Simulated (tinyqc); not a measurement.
Reverse leakage of an n+-p junction: diffusion, generation, trap-assisted and band-to-band tunnelling: leakage components against the reverse bias.

One-sided abrupt junction in the depletion approximation, x from the junction (0) to W on the p side, field F = F0 (1 - x/W). Flat quasi-Fermi levels, long p side. Traps generate through SRH with both lifetimes shortened by 1 + Gamma (Hurkx enhancement, form for moderate fields); band-to-band generation is local and needs a total bending above Eg.

ni = sqrt(Nc Nv) exp(-Eg/(2 Vt)), Eg in volts; Vbi = Vt ln(Na Nd/ni^2); W = sqrt(2 eps0 eps_r (Vbi + VR)/(q Na)); F0 = 2 (Vbi + VR)/W; FG = sqrt(24 mt m0 (kB T)^3)/(q hbar); J_diff = q ni^2 sqrt(Dn/tau)(1 - exp(-VR/Vt))/Na. u = (Vbi + VR)(1 - x/W)^2, p = Na exp(-u/Vt), n = Nd exp((u - Vbi - VR)/Vt); G0 = ni^2 (1 - exp(-VR/Vt))/(tau (n + p + 2 ni cosh(Et/Vt))); Gamma = 2 sqrt(3 pi)(F/FG) exp((F/FG)^2); trap-assisted part G0 Gamma; G_bb = Ab F^2.5 exp(-Bb/F) with F in V/cm, zero unless Vbi + VR > Eg. Currents are q times the integrals over 0 to W; J_bb under 1e-8 of J is printed as 0; rows with F0/FG above 2.2, beyond the range of this Gamma, are left out.

Parameters, values chosen for the exercise; band and dielectric values close to those of gallium arsenide:
```
symbol    value                 unit                                             meaning
T           350                    K                                         temperature
Eg         1.39                   eV                                            band gap
eps_r      12.7                                                    relative permittivity
Nc      5.63e17                cm^-3              conduction-band density of states at T
Nv      1.12e19                cm^-3                 valence-band density of states at T
Na         3e17                cm^-3                acceptor density of the lighter side
Nd         1e19                cm^-3                   donor density of the heavier side
tau        4e-8                    s         SRH lifetime of both carriers at zero field
Et            0                   eV                trap level above the intrinsic level
mt        0.074                   m0                                     tunnelling mass
Dn           27               cm^2/s  electron diffusion coefficient on the lighter side
Ab       3.5e16  cm^-0.5 V^-2.5 s^-1                              band-to-band prefactor
Bb       1.52e7                 V/cm                         band-to-band field constant
```

Constants: q = 1.602176634e-19 C, kB = 1.380649e-23 J/K, hbar = 1.054571817e-34 J s, m0 = 9.1093837015e-31 kg, Vt = kB T/q, eps0 = 8.8541878128e-14 F/cm where lengths are in cm. Results are converted to the units shown.

Leakage components against the reverse bias:
```
VR (V),F0 (kV/cm),F0/FG,J_diff (A/cm^2),J_SRH (A/cm^2),J_TAT (A/cm^2),J_bb (A/cm^2),J (A/cm^2),largest part
0.2,366,1.45,8.44e-16,4.80e-10,7.76e-9,7.87e-14,8.24e-9,trap-assisted tunnelling
0.5,400,1.58,8.45e-16,9.89e-10,2.16e-8,3.76e-12,2.26e-8,trap-assisted tunnelling
0.8,430,1.70,8.45e-16,1.43e-9,4.23e-8,8.00e-11,4.39e-8,trap-assisted tunnelling
1.1,459,1.82,8.45e-16,1.84e-9,7.33e-8,9.75e-10,7.61e-8,trap-assisted tunnelling
1.4,486,1.92,8.45e-16,2.20e-9,1.19e-7,7.93e-9,1.30e-7,trap-assisted tunnelling
1.7,512,2.03,8.45e-16,2.55e-9,1.88e-7,4.76e-8,2.39e-7,trap-assisted tunnelling
2,537,2.12,8.45e-16,2.87e-9,2.91e-7,2.26e-7,5.20e-7,trap-assisted tunnelling
```

What does the comparison show?

J rises from 8.24e-9 to 5.20e-7 A/cm^2. Trap-assisted tunnelling leads at VR = 0.2 and in all other rows. The ratio J_TAT/J_SRH goes from 16.1 to 102 as F0/FG goes from 1.45 to 2.12.

Range of the model: The n+ side is degenerate, so Vbi from Boltzmann statistics is only a guide.

Numbers from tinyqc (`OMP_NUM_THREADS=1 python tinyqc.py 2290065 2290066 out.jsonl`; about 0.01 s on one thread of a shared Intel Xeon 2.30GHz).
